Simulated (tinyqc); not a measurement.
Hueckel theory of the pi electrons with the omega technique, for the molecule O=c1cccccc1 (SMILES; centres numbered as the heavy atoms are written), step by step. One step of it, computed by the program tinyqc.

Problem. Omega technique, round 1. h_r = h_r(0) + omega q_r, omega = 1, with q_r = z_r - P_rr; 0.3 of the old diagonal is kept.

Hueckel matrix in units of beta (H = alpha + beta A), lower triangle:
```
,1O,2C,3C,4C,5C,6C,7C,8C
1O,1.000000
2C,1.000000,0.000000
3C,0.000000,1.000000,0.000000
4C,0.000000,0.000000,1.000000,0.000000
5C,0.000000,0.000000,0.000000,1.000000,0.000000
6C,0.000000,0.000000,0.000000,0.000000,1.000000,0.000000
7C,0.000000,0.000000,0.000000,0.000000,0.000000,1.000000,0.000000
8C,0.000000,1.000000,0.000000,0.000000,0.000000,0.000000,1.000000,0.000000
```

charge and bond-order matrix P, lower triangle:
```
,1O,2C,3C,4C,5C,6C,7C,8C
1O,1.734631
2C,0.534344,0.829721
3C,-0.185283,0.539585,0.926027
4C,-0.180041,0.138467,0.705352,0.888761
5C,0.143709,-0.180041,0.101201,0.598910,0.903035
6C,0.143709,-0.180041,-0.286484,0.115476,0.687887,0.903035
7C,-0.180041,0.138467,-0.165767,-0.197507,0.115476,0.598910,0.888761
8C,-0.185283,0.539585,0.227444,-0.165767,-0.286484,0.101201,0.705352,0.926027
```

Centres:
```
centre,"z_r, pi electrons of the neutral centre",h
1O,1,1.000000
2C,1,0.000000
3C,1,0.000000
4C,1,0.000000
5C,1,0.000000
6C,1,0.000000
7C,1,0.000000
8C,1,0.000000
```

Give: matrix after round 1.

Solution.

matrix after round 1, lower triangle:
```
,1O,2C,3C,4C,5C,6C,7C,8C
1O,0.4858
2C,1.0000,0.1192
3C,0.0000,1.0000,0.0518
4C,0.0000,0.0000,1.0000,0.0779
5C,0.0000,0.0000,0.0000,1.0000,0.0679
6C,0.0000,0.0000,0.0000,0.0000,1.0000,0.0679
7C,0.0000,0.0000,0.0000,0.0000,0.0000,1.0000,0.0779
8C,0.0000,1.0000,0.0000,0.0000,0.0000,0.0000,1.0000,0.0518
```
